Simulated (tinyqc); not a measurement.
# Germanium share from the critical thickness

Problem. Critical thickness (Matthews-Blakeslee, 60-degree dislocations): h = bv (1 - nu/4)[ln(h/bv) + 1]/(4 pi e_par (1 + nu)), nu = c12/(c11 + c12). e_par = b1 x. Find e_par and x.

Inputs (values chosen for the exercise): lattice mismatch per unit x b1 = 0.0418; elastic constant c11 = 165 GPa; elastic constant c12 = 62.5 GPa; Burgers vector bv = 0.384 nm.

critical thickness = 18.623178 nm

Solution. For given h the relation is explicit in the strain.

e_par = 0.585 %
x = 0.140

Program tinyqc, `OMP_NUM_THREADS=1 python tinyqc.py 2530123 2530124 out.jsonl`; Intel Xeon 2.30GHz, shared host, one thread, about 0.01 s.
